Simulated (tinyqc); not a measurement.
Energy and lattice constant: complex band structure along [001] in sp3s* tight binding.

For k = (0, 0, kz) the phase sums are g0 = cos(phi) and g3 = i sin(phi), phi = kz a/4, and the s, pz, s* orbitals of anion (a) and cation (c) decouple from px, py. With z = exp(i phi), H(z) = H0 + z T + T^T/z for any complex z. H0 is diagonal (Esa, Epa, Exa, Esc, Epc, Exc). The anion-cation block is B(z) = z U + W/z and the cation-anion block z W^T + U^T/z, where U has Vss/2 (s,s), Vsapc/2 (s,z), -Vscpa/2 (z,s), Vxx/2 (z,z), Vxapc/2 (s*,z), -Vpaxc/2 (z,s*), and W has the same values with the s-z and s*-z signs reversed. |z| = 1 is a band state, |z| < 1 decays along [001] as exp(-kappa d) over a distance d, kappa = -(4/a) ln|z|. No spin-orbit coupling.

Inputs chosen for the exercise (out of a larger set: near a published set for Si, fitted to gaps, whose masses and valley positions are rough (light masses up to twice too heavy); not measured data):

| symbol | value | unit | meaning |
|---|---|---|---|
| p | (-4.191, 1.706, -4.191, 1.706, 6.671, 6.671, -8.297, 1.711, 4.585, 5.731, 5.731, 5.389, 5.389) | eV | order Esa, Epa, Esc, Epc, Exa, Exc, Vss, Vxx, Vxy, Vsapc, Vscpa, Vxapc, Vpaxc |
| a | 5.433 | angstrom | lattice constant |
| dE | 0.31 | eV | E - Ev |

The slowest root of the s-pz block and the heavy-hole branch, sinh^2(kappa a/4) = ((E - Epa)(E - Epc) - Vxx^2)/(Vxx^2 - Vxy^2), at E = Ev + dE with Ev the lower root of [[Epa, Vxx], [Vxx, Epc]]; the couplings are kept when a changes.

Results for these values:

| case | slowest kappa (1/angstrom) | heavy-hole kappa (1/angstrom) |
|---|---|---|
| base | 0.1173 | 0.1685 |

What happens to each result for dE = 0.28 eV, all else kept?

Answer: slowest kappa falls from 0.1173 to 0.1118; heavy-hole kappa falls from 0.1685 to 0.1611.

The same for each parameter in turn:

| case | slowest kappa (1/angstrom) | heavy-hole kappa (1/angstrom) |
|---|---|---|
| base | 0.1173 | 0.1685 |
| dE = 0.28 eV | 0.1118 | 0.1611 |
| a = 5.596 angstrom | 0.1138 | 0.1636 |

With the couplings fixed, kappa a stays, so kappa scales as 1/a.

Computed by tinyqc, a small Python program: `OMP_NUM_THREADS=1 python tinyqc.py 1482806 1482807 out.jsonl` (the numbers bound the seed that draws the inputs); one thread of a shared host (Intel(R) Xeon(R) Processor @ 2.30GHz), about 0.01 s for the whole set of steps.
